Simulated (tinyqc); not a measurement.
Fermi level and growth conditions: formation energy of a charged point defect from supercell energies. Computed by tinyqc, a small Python program. Command: `OMP_NUM_THREADS=1 python tinyqc.py 3004697 3004698 out.jsonl formation walk`. One thread of a shared host (Intel(R) Xeon(R) Processor @ 2.30GHz), about 0.01 s of CPU time with the checks.

The host is a compound AB. Making the defect adds n_A = -1, n_B = 0 atoms to the cell. All total energies are inputs. E_F is counted from the valence-band maximum (VBM); x = 0 is A-rich and x = 1 B-rich growth.

Inputs (values chosen for the exercise, with gap and screening modelled on 4H-SiC):
```
quantity                      value      unit
gap E_g                        3.18        eV
E_VBM of the host cell         1.78        eV
potential alignment dV        0.078        eV
dielectric constant eps        9.63         -
cell length L                  21.3  angstrom
mu_A of the pure element     -1.353        eV
formation enthalpy dH of AB   -1.47        eV
growth condition x              0.6         -
```

Defect: vacancy of A. Supercell lattice: sc.

charge states q: 2  1  0  -1  -2

E(defect, q) - E(host), in the order of q (eV): -2.668  0.193  3.861  6.85  10.94

Constants: e^2/(4 pi eps_0) = 14.39964548 eV angstrom.

Method:
- dmu_A = x dH and dmu_B = (1 - x) dH, so that dmu_A + dmu_B = dH; mu = mu(element) + dmu.
- The reservoir term is sum n_i mu_i.
- Image-charge correction of a point charge in a neutralising background: E_corr = q^2 alpha e^2/(4 pi eps_0) / (2 eps L), alpha = 2.837297 for a sc array with L the cube root of the volume.
- E_f(q, E_F) = [E(defect, q) - E(host)] - sum n_i mu_i + q (E_VBM + dV + E_F) + E_corr(q).
- Each entry is the lowest E_f over q.

E_f(q, 0) (eV): (q=+2) -0.78864, (q=+1) -0.08441, (q=0) 1.62600, (q=-1) 2.85659, (q=-2) 5.38736

sum n_i mu_i = 2.235 eV

Lowest formation energy (eV):
```
E_F (eV)  stable q  A-rich, x = 0  x = 0.5  B-rich, x = 1
0.000           +2         0.0934  -0.6416        -1.3766
0.398           +2         0.8894   0.1544        -0.5806
0.795           +1         1.5926   0.8576         0.1226
1.193           +1         1.9906   1.2556         0.5206
1.590           -1         2.1486   1.4136         0.6786
1.988           -1         1.7506   1.0156         0.2806
2.385           -1         1.3536   0.6186        -0.1164
2.782           -2         0.7054  -0.0296        -0.7646
3.180           -2        -0.0906  -0.8256        -1.5606
```

What follows from these numbers?

Going from A-rich to B-rich growth shifts every line by -1.470 eV and moves no transition level. The slope of the envelope is the stable charge, so E_f is highest at E_F = 1.59 eV of those listed, and it falls on both sides: the defect is amphoteric and compensates either doping. Under A-rich growth E_f turns negative for part of the gap, so in equilibrium E_F cannot enter that part. Under B-rich growth E_f turns negative for part of the gap, so in equilibrium E_F cannot enter that part. Caution: E_f at E_F = 0 is negative for at least one charge state, so in equilibrium E_F cannot reach the valence-band maximum.

Extremes, crossings and ranges named in words are read from the listed rows.
